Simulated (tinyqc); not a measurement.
# Worked calculation: carrier lifetime of an n-type layer with SRH, radiative, Auger and surface recombination

Program tinyqc, `OMP_NUM_THREADS=1 python tinyqc.py 2300014 2300015 out.jsonl`; Intel Xeon 2.30GHz, shared host, one thread, about 0.01 s. Printed values are rounded.

Uniform excess density dn = dp (no trapping), n = n0 + dn, p = p0 + dn, Boltzmann statistics, full ionisation. Surfaces enter as a rate 2 S dn/d, which holds while diffusion to them is fast.

Values chosen for this exercise; band and dielectric values those of a made-up semiconductor:
```
symbol     value        unit                                      meaning
T            300           K                                  temperature
Eg          1.15          eV                                     band gap
Nc       2.84e19       cm^-3       conduction-band density of states at T
Nv       2.14e19       cm^-3          valence-band density of states at T
B       4.63e-15      cm^3/s                        radiative coefficient
N           1e15       cm^-3                                donor density
Cn       3.4e-31      cm^6/s            Auger coefficient (two electrons)
Cp       1.1e-31      cm^6/s                Auger coefficient (two holes)
Nt        1.9e13       cm^-3                                 trap density
sn         6e-15        cm^2          capture cross-section for electrons
sp         8e-16        cm^2              capture cross-section for holes
vth        2.3e7        cm/s             thermal velocity (both carriers)
Et          0.93          eV         trap level below the conduction band
S             20        cm/s  surface recombination velocity (both faces)
d            300          um                             sample thickness
G         2.1e21  cm^-3 s^-1                              generation rate
```

Constants: q = 1.602176634e-19 C, kB = 1.380649e-23 J/K, Vt = kB T/q. Results are converted to the units shown.

## Equilibrium densities and SRH constants

ni = sqrt(Nc Nv) exp(-Eg/(2 Vt)), Eg in volts; majority density N/2 + sqrt(N^2/4 + ni^2), n0 p0 = ni^2; n1 = Nc exp(-Et/Vt), p1 = Nv exp((Et - Eg)/Vt); tn0 = 1/(sn vth Nt), tp0 = 1/(sp vth Nt).

ni = 5.39872e9 cm^-3
n0 = 1.00000e15 cm^-3
p0 = 29146.2 cm^-3
n1 = 6760.92 cm^-3
p1 = 4.31098e15 cm^-3
tn0 = 3.81388e-7 s
tp0 = 2.86041e-6 s

## Starting value

dn = 3e16 cm^-3.

dn at the start = 3e16 cm^-3

## Iteration 1: new dn

With e = n p - ni^2 = dn (n0 + p0 + dn): U_SRH = e/(tp0 (n + n1) + tn0 (p + p1)), U_rad = B e, U_Aug = (Cn n + Cp p) e, U_s = 2 S dn/d. Newton step on ln U(ln dn) = ln G, U the sum: k = d ln U/d ln dn (central difference over factors 1.0001), dn(new) = dn (G/U)^(1/k).

U_SRH = 9.13928e21 cm^-3 s^-1
U_rad = 4.30590e18 cm^-3 s^-1
U_Aug = 1.28712e19 cm^-3 s^-1
U_s = 4e19 cm^-3 s^-1
k = 1.01511
dn after iteration 1 = 7.00270e15 cm^-3

## Iteration 2: new dn

As before.

U_SRH = 2.05986e21 cm^-3 s^-1
U_rad = 2.59468e17 cm^-3 s^-1
U_Aug = 1.95650e17 cm^-3 s^-1
U_s = 9.33694e18 cm^-3 s^-1
k = 1.04070
dn after iteration 2 = 7.10133e15 cm^-3

## Course of the iteration

Stop when the step is below 1e-10 of the value, or after 40 iterations.

Course of the iteration:
```
iteration  dn before the step (cm^-3)  step (cm^-3)
1                                3e16      -2.30e16
2                          7.00270e15       9.86e13
3                          7.10133e15       1.88e10
4                          7.10134e15         < 1e4
```

Converged in 4 iterations.

## Lifetime, shares and quasi-Fermi splitting

converged dn = 7.10134e15 cm^-3

With e = n p - ni^2 = dn (n0 + p0 + dn): U_SRH = e/(tp0 (n + n1) + tn0 (p + p1)), U_rad = B e, U_Aug = (Cn n + Cp p) e, U_s = 2 S dn/d. tau = dn/U, shares of U, splitting Vt ln(n p/ni^2), radiative efficiency U_rad/U.

tau = 3.38159e-6 s
shares (%): SRH 99.5268, radiative 0.0127, Auger 0.0097, surface 0.4509
quasi-Fermi splitting = 0.731896 V

SRH recombination takes the largest share. dn is 7.1 times the doping: intermediate injection.
